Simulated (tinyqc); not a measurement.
# Two coupled magnetic layers: synthetic antiferromagnet, spin flop, exchange bias and magnetoresistance, step by step

A worked calculation. Computed by tinyqc, a small Python program that keeps every step. Command: `OMP_NUM_THREADS=1 python tinyqc.py 3014845 3014846 out.jsonl saf walk`. One thread of a shared host (Intel(R) Xeon(R) Processor @ 2.30GHz), about 0.2 s of CPU time with the checks. Intermediate numbers are printed to about 5 digits and carried at full precision; extremes and crossings named in words are read from the listed rows.

Moments lie in the plane at the angles p1, p2 from the field. Energy per area: E = J1 cos(p1 - p2) + J2 cos^2(p1 - p2) - B M_s (t1 cos p1 + t2 cos p2) + K (t1 cos^2 p1 + t2 cos^2 p2).

Inputs (values chosen for the exercise, for a model stack): saturation magnetisation M_s = 1000 kA/m; thickness t1 = 4.1 nm; thickness t2 = 4.1 nm; antiferromagnetic coupling J1 = 0.85 mJ/m^2; biquadratic coupling J2 = 0 mJ/m^2; in-plane anisotropy K = 1.5 kJ/m^3; field over the saturation field = 0.89; spin polarisation P1 = 0.76; spin polarisation P2 = 0.78; resistance-area product, parallel = 5 ohm micrometre^2; exchange-bias energy J_ex = 0.051 mJ/m^2.

Field direction: along the hard axis.

## Saturation field

The parallel state is stable while the Hessian at p1 = p2 = 0 is positive: with c = J1 + 2 J2 and u = B M_s - 2K, (u t1 - c)(u t2 - c) > c^2, so B_sat M_s = c (1/t1 + 1/t2) + 2K. B_K = 2K/M_s.

exchange field c (1/t1 + 1/t2)/M_s = 414.63 mT

B_K = 3 mT

saturation field B_sat = 417.63 mT

applied field B = 371.69 mT

## Equilibrium at the field B

The lowest minimum of E over both angles (from five starts; of two mirror images the one with p1 >= 0, and for equal layers |p1| <= |p2|).

p1 = 27.127 degrees

p2 = -27.127 degrees

m/m_sat along B = 0.89000

energy = -2.2063 mJ/m^2

The moments are canted, 54.3 degrees apart; for equal layers without J2, m/m_sat = B/B_sat = 0.89 exactly.

## Tunnel magnetoresistance against a free layer along B

Julliere: TMR = 2 P1 P2/(1 - P1 P2). Conductance G(theta) = G0 (1 + P1 P2 cos theta), so RA(theta) = RA_P (1 + P1 P2)/(1 + P1 P2 cos theta); theta = p2 for the layer next to the barrier.

TMR = 291.16 %

RA, antiparallel = 19.558 ohm micrometre^2

RA at this field = 5.2134 ohm micrometre^2

## Pinning of a single layer

A layer t1 on an antiferromagnet is shifted by B_ex = J_ex/(M_s t1).

bias field, single layer = 12.439 mT

## Magnetisation curve

The formulas are those given above.

Equilibrium states:
```
B/B_sat  B (mT)  p1 (degrees)  p2 (degrees)  m/m_sat
0.02       8.35        88.854       -88.854   0.0200
0.06      25.06        86.560       -86.560   0.0600
0.12      50.12        83.108       -83.108   0.1200
0.20      83.53        78.463       -78.463   0.2000
0.30     125.29        72.542       -72.542   0.3000
0.45     187.94        63.256       -63.256   0.4500
0.60     250.58        53.130       -53.130   0.6000
0.80     334.11        36.870       -36.870   0.8000
0.95     396.75        18.195       -18.195   0.9500
1.10     459.40         0.000         0.000   1.0000
```

From the first row the moments are canted and close at B_sat. The largest gap between m/m_sat and B/B_sat in the canted rows is 0.000.

Checks made by the program: the energy against a grid over both angles (relative difference 1e-07).
